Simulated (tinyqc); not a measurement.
Cell and bit-line capacitance from two signals.

Problem. In a DRAM a freshly written one gives the bit-line signal (Vd/2) Cs/(Cs + Cb). Find Cs and Cb.

Parameters, values chosen for the exercise:
```
symbol  value  unit        meaning
Vd        1.3     V  array voltage
```

signal of a fresh one without and with 20 fF added to the bit line (mV): [155.43478, 127.67857]

Solution. (Vd/2)/signal = 1 + Cb/Cs, and the added capacitance raises it by its ratio to Cs.

Cs = 22.0 fF
Cb = 70.0 fF

Computed by the program tinyqc: `OMP_NUM_THREADS=1 python tinyqc.py 2130133 2130134 out.jsonl`, one thread of a shared Intel Xeon 2.30GHz, about 0.01 s for the whole run.
